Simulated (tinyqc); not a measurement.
Free and trapped electrons in a MOS channel with a dense trap tail: one step of the calculation.

p-type body, charge-sheet picture, full ionisation (an idealisation for deep acceptors), Boltzmann statistics for free electrons. e = Ec - EF at the surface. Acceptor-like traps of density D(E) = D0 + De exp(-E/Ew) at depth E below Ec, from 0 to Eu, hold n_t = integral of D(E)/(1 + exp((e - E)/Vt)). psi = Eg - Vt ln(Nv/Na) - e; N_dep = sqrt(2 eps0 eps_r Na (psi - Vt)/q); n_f = sqrt(N_dep^2 + 2 eps0 eps_r Vt Nc exp(-e/Vt)/q) - N_dep; Vg = Vfb + psi + q (N_dep + n_t + n_f)/Cox, Cox = eps0 eox/tox.

Question. Trapped charge. Trapezoid rule on 14 equal steps from 0 to Eu, f = 1/(1 + exp((e - E)/Vt)).

Values chosen for this exercise; band and dielectric values close to those of 4H silicon carbide: temperature T = 300 K; constant background density of acceptor-like traps D0 = 1.2e10 cm^-2 eV^-1; density of the tail at the conduction edge De = 3.8e13 cm^-2 eV^-1; decay energy of the tail Ew = 0.07 eV; depth below Ec down to which the traps reach Eu = 0.86 eV; Ec - EF at the surface e = 0.112 eV.

Constants: q = 1.602176634e-19 C, kB = 1.380649e-23 J/K, Vt = kB T/q. Results are converted to the units shown.

Find: E; D(E) f; n_t.

Answer.

| point | E (eV) | D(E) f (cm^-2 eV^-1) |
|---|---|---|
| 0 | 0 | 4.929e11 |
| 1 | 0.06143 | 1.959e12 |
| 2 | 0.1229 | 3.972e12 |
| 3 | 0.1843 | 2.586e12 |
| 4 | 0.2457 | 1.141e12 |
| 5 | 0.3071 | 4.840e11 |
| 6 | 0.3686 | 2.084e11 |
| 7 | 0.4300 | 9.365e10 |
| 8 | 0.4914 | 4.595e10 |
| 9 | 0.5529 | 2.612e10 |
| 10 | 0.6143 | 1.787e10 |
| 11 | 0.6757 | 1.444e10 |
| 12 | 0.7371 | 1.301e10 |
| 13 | 0.7986 | 1.242e10 |
| 14 | 0.8600 | 1.218e10 |

n_t = 6.651e11 cm^-2

Computed by the program tinyqc: `OMP_NUM_THREADS=1 python tinyqc.py 2222099 2222100 out.jsonl`, one thread of a shared Intel Xeon 2.30GHz, about 0.02 s for the whole run.
